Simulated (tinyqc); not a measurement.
Inside a calculation. Method: plane-wave Kohn-Sham cycle with exchange-only LDA in a layered model solid. One step of it, computed by the program tinyqc.

Question. Iteration 1: potential. V_H(G) = 4 pi rho(G)/G^2 for G != 0 (uniform background); v_x = -(3 rho/pi)^(1/3); V = V_ext + V_H + v_x; Fourier components f(G_m) = (1/N) sum_j f(x_j) exp(-i G_m x_j).

A solid whose potential varies along x alone (atomic units):

| parameter | value |
|---|---|
| period a | 9.000000 |
| cross-section of the cell | 37.000000 |
| electrons per cell | 4 |
| grid points | 16 |
| plane waves -n..n, n | 3 |
| k points | 4 |
| V1 in V1 cos(2 pi x/a) | -0.750000 |

density at the start, on the grid x_j = j a/N (e/bohr^3): 0.01201201  0.01201201  0.01201201  0.01201201  0.01201201  0.01201201  0.01201201  0.01201201  0.01201201  0.01201201  0.01201201  0.01201201  0.01201201  0.01201201  0.01201201  0.01201201

Give: Potentials on the grid; V(G_m), m = 0, 1, 2, ....

Answer.

Potentials on the grid (hartree):

| x | V_ext | V_H | v_x | V |
|---|---|---|---|---|
| 0.000 | -0.750 | 0.000 | -0.226 | -0.976 |
| 0.562 | -0.693 | 0.000 | -0.226 | -0.918 |
| 1.125 | -0.530 | 0.000 | -0.226 | -0.756 |
| 1.688 | -0.287 | 0.000 | -0.226 | -0.513 |
| 2.250 | 0 | 0.000 | -0.226 | -0.226 |
| 2.812 | 0.287 | 0.000 | -0.226 | 0.061 |
| 3.375 | 0.530 | 0.000 | -0.226 | 0.305 |
| 3.938 | 0.693 | 0.000 | -0.226 | 0.467 |
| 4.500 | 0.750 | 0.000 | -0.226 | 0.524 |
| 5.062 | 0.693 | 0.000 | -0.226 | 0.467 |
| 5.625 | 0.530 | 0.000 | -0.226 | 0.305 |
| 6.188 | 0.287 | 0.000 | -0.226 | 0.061 |
| 6.750 | 0 | 0.000 | -0.226 | -0.226 |
| 7.312 | -0.287 | 0.000 | -0.226 | -0.513 |
| 7.875 | -0.530 | 0.000 | -0.226 | -0.756 |
| 8.438 | -0.693 | 0.000 | -0.226 | -0.918 |

V(G_m), m = 0, 1, 2, ... (hartree): -0.226  -0.375  0.000  0.000  0.000  0.000  0.000
